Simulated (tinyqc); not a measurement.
Thermal stress and diffusional relaxation in a metal film: Coble and Nabarro-Herring creep, cooling and holds. Inputs raised by 2 %, one at a time. Computed by tinyqc, a small Python program. Command: `OMP_NUM_THREADS=1 python tinyqc.py 3008841 3008842 out.jsonl creep sens`. One thread of a shared host (Intel(R) Xeon(R) Processor @ 2.30GHz), about 0.04 s of CPU time with the checks.

A thin film on a rigid substrate is stress-free at T0. Tension is positive and the film creeps linearly: d sigma/dt = -M (mismatch) dT/dt - sigma/tau.

Inputs (values chosen for the exercise, modelled on silver films on silicon):

| quantity | value | unit |
|---|---|---|
| biaxial modulus M | 121 | GPa |
| expansion mismatch | 15.9 | 1e-6/K |
| atomic volume Omega | 17 | angstrom^3 |
| lattice prefactor D0 | 3.2e-05 | m^2/s |
| lattice energy E | 1.94 | eV |
| boundary prefactor (delta D_b)0 | 3.3e-15 | m^3/s |
| boundary energy E_b | 0.955 | eV |
| grain size d | 0.98 | um |
| stress-free temperature T0 | 250 | C |
| hold temperature T | 160 | C |
| hold time t | 1.6 | h |
| cooling rate | 100 | C/min |

Constants: k_B = 1.380649e-23 J/K; k_B = 8.617333262e-05 eV/K.

Method:
- Thermoelastic slope = M x mismatch; sigma_0 = slope x (T0 - T).
- Creep rate per stress: Nabarro-Herring 14 D Omega/(k_B T d^2), Coble (14 pi) delta D_b Omega/(k_B T d^3), with D = D0 exp(-E/(k_B T)), delta D_b = (delta D_b)0 exp(-E_b/(k_B T)); 1/tau = M x (sum of both)/2 (biaxial strain rate is half the uniaxial one).
- Temperatures in kelvin are T(C) + 273.15.
- sigma(t) = sigma_0 exp(-t/tau), relaxed part sigma_0 - sigma(t); the grain size where both mechanisms are equal is pi delta D_b/D.
- Cooling from T0 at the constant rate: d sigma/dT = -slope + sigma/(tau(T) x rate), integrated to 25 C (stiff solver, tolerance 1e-9).
- Effective stress-free temperature T_eff = 25 C + sigma/slope.

Runs:

| input moved | from | to | relaxation time tau (h) | stress relaxed during the hold (MPa) | stress at 25 C (MPa) | stress after the hold (MPa) |
|---|---|---|---|---|---|---|
| base run | - | - | 1.354 | 120.0 | 425.1 | 53.13 |
| expansion mismatch (1e-6/K) | 15.9 | 16.218 | 1.354 | 122.4 | 433.6 | 54.19 |
| boundary prefactor (delta D_b)0 (m^3/s) | 3.3e-15 | 3.366e-15 | 1.328 | 121.3 | 424.9 | 51.89 |
| boundary energy E_b (eV) | 0.955 | 0.9741 | 2.259 | 87.9 | 427.9 | 85.28 |
| hold time t (h) | 1.6 | 1.632 | 1.354 | 121.3 | 425.1 | 51.89 |
| lattice prefactor D0 (m^2/s) | 3.2e-05 | 3.264e-05 | 1.354 | 120.0 | 425.1 | 53.13 |

Exponents ln(y'/y) / ln(x'/x):

| input | relaxation time tau | stress relaxed during the hold | stress at 25 C | stress after the hold |
|---|---|---|---|---|
| expansion mismatch | 0.00 | 1.000 | 1.000 | 1.000 |
| boundary prefactor (delta D_b)0 | -1.00 | 0.519 | -0.018 | -1.193 |
| boundary energy E_b | 25.84 | -15.745 | 0.331 | 23.896 |
| hold time t | 0.00 | 0.519 | 0.000 | -1.193 |
| lattice prefactor D0 | 0.00 | 0.000 | 0.000 | 0.000 |

Which inputs matter most for each result?

Among the inputs moved here: relaxation time tau answers most in size to boundary energy E_b (exponent +25.840), next to boundary prefactor (delta D_b)0 (-1.000); its exponent is below 0.0005 for expansion mismatch, hold time t, lattice prefactor D0. Its exponent -1.000 in boundary prefactor (delta D_b)0: boundary diffusion carries the creep. Its exponent 0.000 in lattice prefactor D0: boundary diffusion is much faster than lattice diffusion. Stress relaxed during the hold answers most in size to boundary energy E_b (exponent -15.745), next to expansion mismatch (+1.000); its exponent is below 0.0005 for lattice prefactor D0. Stress at 25 C answers most in size to expansion mismatch (exponent +1.000), next to boundary energy E_b (+0.331); its exponent is below 0.0005 for hold time t, lattice prefactor D0. Stress after the hold answers most in size to boundary energy E_b (exponent +23.896), next to boundary prefactor (delta D_b)0 (-1.193); its exponent is below 0.0005 for lattice prefactor D0.

Caution (all rows): bulk creep laws overstate relaxation in a bonded film, where the substrate constrains boundary diffusion, and dislocation glide is left out. Caution (all rows): bulk creep laws overstate relaxation in a bonded film, and dislocation glide would cap stresses above the yield stress.
